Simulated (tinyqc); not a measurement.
# Inputs raised by 5 %, one at a time

Model: space-charge-limited current through a thin insulating or semi-insulating film with traps. Computed by tinyqc, a small Python program. Command: `OMP_NUM_THREADS=1 python tinyqc.py 3003347 3003348 out.jsonl sclc sens`. One thread of a shared host (Intel(R) Xeon(R) Processor @ 2.30GHz), about 0.01 s of CPU time with the checks.

One ohmic injecting contact at x = 0 (field zero), drift only, non-degenerate free carriers.

Inputs (values chosen for the exercise, modelled on HfO2):
```
quantity,value,unit
permittivity eps,22,-
band mobility mu,0.056,cm^2/(V s)
effective density of states N_c,9.8e+19,1/cm^3
trap density N_t,7.7e+15,1/cm^3
"equilibrium Fermi level below the band edge, E_0",0.72,eV
thickness d,1900,nm
"free density at the anode, in units of N_c",2.1e-08,-
temperature T,350,K
characteristic temperature T_c,900,K
```

Traps: exponential tail.

Constants: k_B = 8.617333262e-05 eV/K; e = 1.602176634e-19 C; eps_0 = 8.8541878128e-12 F/m.

Method:
- Free density n_0 = N_c exp(-E_0/k_B T) in equilibrium; trapped density n_t(n) = N_t (n/N_c)^(T/T_c) (the low-temperature form).
- theta = n/(n + n_t) at the anode density; trap-filled-limit voltage V_TFL = e (N_t - n_t(n_0)) d^2/(2 eps eps_0).
- J = e mu n F and (eps eps_0/e) dF/dx = n - n_0 + n_t(n) - n_t(n_0) = rho(n). With F = J/(e mu n): d = (eps eps_0 J/(e^2 mu)) I_1 and V = (eps eps_0 J^2/(e^3 mu^2)) I_2, I_k = int_(n_L)^infinity dn/(n^(k+1) rho(n)), n_L the density at the anode; with u = n_L/n, 200 Gauss-Legendre points in t, u = 1 - (1 - t)^2.
- Anode field J/(e mu n_L); Mott-Gurney current (9/8) eps eps_0 mu V^2/d^3; ohmic current e n_0 mu V/d.

Runs:
```
input moved,from,to,current density J (A/cm^2),voltage V (V),theta,V_TFL (V)
base run,-,-,4.264e-06,0.02710,0.2055,11.43
permittivity eps,22,23.1,4.061e-06,0.02581,0.2055,10.89
band mobility mu (cm^2/(V s)),0.056,0.0588,4.478e-06,0.02710,0.2055,11.43
trap density N_t (1/cm^3),7.7e+15,8.085e+15,4.415e-06,0.02802,0.1977,12.00
thickness d (nm),1900,1995,4.478e-06,0.02987,0.2055,12.60
characteristic temperature T_c (K),900,945,5.343e-06,0.03358,0.1572,11.43
temperature T (K),350,367.5,3.333e-06,0.02149,0.2673,11.43
"free density at the anode, in units of N_c",2.1e-08,2.205e-08,4.609e-06,0.02791,0.2104,11.43
```

Exponents ln(y'/y) / ln(x'/x):
```
input,current density J,voltage V,theta,V_TFL
permittivity eps,-1.000,-1.000,0.000,-1.000
band mobility mu,1.000,0.000,0.000,0.000
trap density N_t,0.712,0.683,-0.798,1.000
thickness d,1.000,2.000,0.000,2.000
characteristic temperature T_c,4.621,4.394,-5.499,-0.001
temperature T,-5.051,-4.748,5.387,0.000
"free density at the anode, in units of N_c",1.591,0.607,0.484,0.000
```

Among the inputs moved here: current density J answers most in size to temperature T (exponent -5.051), next to characteristic temperature T_c (+4.621). Its exponent +1.000 in band mobility mu: the mobility only scales the current. Its exponent +1.000 in thickness d: at a fixed anode density J scales as d. Voltage V answers most in size to temperature T (exponent -4.748), next to characteristic temperature T_c (+4.394); its exponent is below 0.0005 for band mobility mu. Its exponent +2.000 in thickness d: at a fixed anode density V scales as d^2. Theta answers most in size to characteristic temperature T_c (exponent -5.499), next to temperature T (+5.387); its exponent is below 0.0005 for permittivity eps, band mobility mu, thickness d. V_TFL answers most in size to thickness d (exponent +2.000), next to permittivity eps (-1.000); its exponent is below 0.0005 for band mobility mu, temperature T, free density at the anode, in units of N_c. Its exponent +1.000 in trap density N_t: the charge of the filled traps.

Caution (all rows): V is below 10 k_B T/e, where diffusion from the contact, left out here, dominates.
